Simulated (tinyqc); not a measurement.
Three-band tight binding of a dichalcogenide monolayer: one step. H at one k. Three cases, with inputs chosen for the exercise.

Problem. Form alpha, beta and the matrix.

Basis dz2, dxy, dx2-y2 on a triangular lattice, nearest neighbours; alpha = kx a/2, beta = sqrt3 ky a/2. h0 = e1 + 2 t0 (cos 2alpha + 2 cos alpha cos beta); h1 = -2 sqrt3 t2 sin alpha sin beta + 2i t1 (sin 2alpha + sin alpha cos beta); h2 = 2 t2 (cos 2alpha - cos alpha cos beta) + 2i sqrt3 t1 cos alpha sin beta; h11 = e2 + 2 t11 cos 2alpha + (t11 + 3 t22) cos alpha cos beta; h22 = e2 + 2 t22 cos 2alpha + (3 t11 + t22) cos alpha cos beta; h12 = sqrt3 (t22 - t11) sin alpha sin beta + 4i t12 sin alpha (cos alpha - cos beta) + i lam sz. H = [[h0, h1, h2], [., h11, h12], [., ., h22]], Hermitian; the lowest band of each spin is filled. K = (4 pi/3a, 0), M = (pi/a, pi/(sqrt3 a)).

Give: alpha, beta; H.

Case 1.

Values chosen (near a published set for monolayer WSe2; the results hold for these values, not for the real material): a = 3.331 angstrom (lattice constant); e1 = 0.951 eV (level of dz2); e2 = 2.182 eV (level of dxy and dx2-y2); t0 = -0.202 eV (hopping); t1 = 0.455 eV (hopping); t2 = 0.479 eV (hopping); t11 = 0.265 eV (hopping); t12 = 0.326 eV (hopping); t22 = 0.034 eV (hopping); lam = 0.227 eV (spin-orbit constant); sz = -1 (spin); k = (0.98, 0.46) 1/angstrom (wave vector).

Solution.

alpha, beta (rad): 1.63219  1.32698

H (eV):
```
                    z2               xy            x2-y2
z2              1.3639  -1.6072+0.1078i  -0.9366-0.0938i
xy     -1.6072-0.1078i           1.6506  -0.3875-0.6211i
x2-y2  -0.9366+0.0938i  -0.3875+0.6211i           2.1022
```

Case 2.

Values chosen (near a published set for monolayer MoS2; the results hold for these values, not for the real material): a = 3.193 angstrom (lattice constant); e1 = 1.056 eV (level of dz2); e2 = 2.128 eV (level of dxy and dx2-y2); t0 = -0.181 eV (hopping); t1 = 0.392 eV (hopping); t2 = 0.515 eV (hopping); t11 = 0.215 eV (hopping); t12 = 0.335 eV (hopping); t22 = 0.058 eV (hopping); lam = 0.075 eV (spin-orbit constant); sz = 1 (spin); k = (0.6, 0.39) 1/angstrom (wave vector).

Solution.

alpha, beta (rad): 0.95790  1.07844

H (eV):
```
                    z2               xy            x2-y2
z2              0.9816  -1.2860+1.0409i  -0.6284+0.6883i
xy     -1.2860-1.0409i           2.0884  -0.1960+0.1874i
x2-y2  -0.6284-0.6883i  -0.1960-0.1874i           2.2799
```

Case 3.

Values chosen (near a published set for monolayer MoTe2; the results hold for these values, not for the real material): a = 3.558 angstrom (lattice constant); e1 = 0.604 eV (level of dz2); e2 = 1.97 eV (level of dxy and dx2-y2); t0 = -0.171 eV (hopping); t1 = 0.23 eV (hopping); t2 = 0.399 eV (hopping); t11 = 0.204 eV (hopping); t12 = 0.237 eV (hopping); t22 = 0.256 eV (hopping); lam = 0.109 eV (spin-orbit constant); sz = 1 (spin); k = (1.22, 0.43) 1/angstrom (wave vector).

Solution.

alpha, beta (rad): 2.17038  1.32497

H (eV):
```
                    z2               xy            x2-y2
z2              0.8221  -1.1068-0.3362i  -0.1802-0.4361i
xy     -1.1068+0.3362i           1.6884   0.0721-0.5231i
x2-y2  -0.1802+0.4361i   0.0721+0.5231i           1.6649
```

Computed by tinyqc, one run a case: `OMP_NUM_THREADS=1 python tinyqc.py N N+1 out.jsonl` with N = 1481580, 1481737, 1481893; one thread of a shared Intel(R) Xeon(R) Processor @ 2.30GHz, about 0.03 s a run at most.
